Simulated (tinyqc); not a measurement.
Inversion-layer mobility, back-scattering and ballistic limit of a field-effect transistor: one step, computed by the program tinyqc. Command: `OMP_NUM_THREADS=1 python tinyqc.py 3013810 3013811 out.jsonl mos walk`. One thread of a shared host (Intel(R) Xeon(R) Processor @ 2.30GHz), about 0.01 s of CPU time with the checks.

The charge at the top of the source barrier is fixed by the gate; series resistance and short-channel effects are left out. F_j are Fermi integrals normalised to exp(eta) in the classical limit.

Problem. Charge and field. N_inv = 3.9 eps_0 (V_G - V_T)/(e t_inv); effective field E_eff = e (N_dep + w N_inv)/(eps eps_0).

Inputs (values chosen for the exercise, modelled on a 4H-SiC n-channel):
```
quantity                            value    unit
weight w of the inversion charge      0.5       -
permittivity eps                      9.7       -
electrical oxide thickness t_inv      2.1      nm
depletion charge N_dep            1.2e+11  1/cm^2
gate overdrive V_G - V_T             0.61       V
```

Statistics at the top of the barrier: Fermi-Dirac.

Constants: eps_0 = 8.8541878128e-12 F/m; e = 1.602176634e-19 C.

Give: inversion density N_inv; effective field E_eff.

Solution.

inversion density N_inv = 6.2606e+12 1/cm^2

effective field E_eff = 0.60633 MV/cm
